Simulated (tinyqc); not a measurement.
How far the derived k.p bands hold: k.p values derived from sp3s* tight binding at Gamma.

sp3s* tight binding, nearest neighbours only: anion (a) at 0, cation (c) at a/4 (1,1,1), orbitals s, px, py, pz, s* on each; k in units of 2 pi/a. With phases e_j = exp(i (pi/2) k.n_j) for n = (1,1,1), (1,-1,-1), (-1,1,-1), (-1,-1,1): g0 = (e1+e2+e3+e4)/4, g1 = (e1+e2-e3-e4)/4, g2 = (e1-e2+e3-e4)/4, g3 = (e1-e2-e3+e4)/4. The diagonal holds the levels Esa, Epa, Exa (s*) and Esc, Epc, Exc. Anion-cation block: <sa|sc> = Vss g0; <sa|xc> = Vsapc g1; <xa|sc> = -Vscpa g1; <xa|xc> = Vxx g0; <xa|yc> = <ya|xc> = Vxy g3, <xa|zc> = <za|xc> = Vxy g2, <ya|zc> = <za|yc> = Vxy g1; <s*a|xc> = Vxapc g1; <xa|s*c> = -Vpaxc g1; y and z take g2 and g3 in place of g1; s-s* and s*-s* vanish.

Constants: hbar^2/2m0 = 3.80998211 eV angstrom^2.

Values chosen for the exercise (near a published set for GaSb, fitted to gaps, whose masses and valley positions are rough; shifted at random, so the results belong to these values and not to a real crystal): a = 6.094 angstrom (lattice constant); Esa = -7.29 eV (s level of the anion); Epa = 0.854 eV (p level of the anion); Esc = -3.903 eV (s level of the cation); Epc = 2.917 eV (p level of the cation); Exa = 6.666 eV (s* level of the anion); Exc = 6.008 eV (s* level of the cation); Vss = -6.152 eV (s-s); Vxx = 1.585 eV (px-px); Vxy = 4.133 eV (px-py); Vsapc = 4.959 eV (s anion, p cation); Vscpa = 4.651 eV (s cation, p anion); Vxapc = 4.974 eV (s* anion, p cation); Vpaxc = 4.215 eV (p anion, s* cation).

Couplings:
```
pair       P (eV angstrom)  E(first) - E(second) (eV)
S+ to P-          -7.13735                    0.78992
S+ to P+           1.33796                   -2.99225
S- to P-           0.91004                  -11.97175
s*a to P-         -3.61262                    6.67159
s*c to P-          5.64486                    6.01359
```

mass = 0.06683 m0

L, M, N (eV angstrom^2): -70.1336  -8.9410  -74.1178

Along [100]: level 5 and level 2 of the full matrix against parabolas c k^2/m and L k^2, and against the two-level form that keeps S+ and the x state of P- exactly, [[EG + (c/m - P^2/EG) k^2, P k], [P k, (L + P^2/EG) k^2]]. Energies from Ev.

Levels (eV):
```
k (1/angstrom)  c: full  c: parabola  c: two-level  v: full  v: parabola  v: two-level
0.02             0.8119       0.8127        0.8120  -0.0273      -0.0281       -0.0273
0.06             0.9504       0.9952        0.9517  -0.2077      -0.2525       -0.2090
0.09             1.0872       1.2517        1.0920  -0.4035      -0.5681       -0.4084
0.12             1.2262       1.6108        1.2382  -0.6248      -1.0099       -0.6372
0.16             1.3990       2.2493        1.4278  -0.9435      -1.7954       -0.9739
0.20             1.5486       3.0702        1.6042  -1.2793      -2.8053       -1.3393
0.30             1.7962       5.9206        1.9682  -2.1591      -6.3120       -2.3596
```

Give the missing row, k (1/angstrom) = 0.04.

Computed row:
```
k (1/angstrom)  c: full  c: parabola  c: two-level  v: full  v: parabola  v: two-level
0.04             0.8703       0.8811        0.8706  -0.1014      -0.1122       -0.1017
```

The conduction parabola stays within 10 meV up to k = 0.02 and the two-level form up to 0.09; for the light valence band, 0.02 and 0.09 (1/angstrom, among these rows; a dash would mean not even the first). At 0.2 the errors are +1522 and +56 meV for the conduction band. Keeping the strongest coupling exactly removes most of that error; the rest comes from higher bands and from the lattice.

(tinyqc, `OMP_NUM_THREADS=1 python tinyqc.py 1452156 1452157 out.jsonl`, Intel(R) Xeon(R) Processor @ 2.30GHz, 1 thread, shared host, about 0.01 s.)
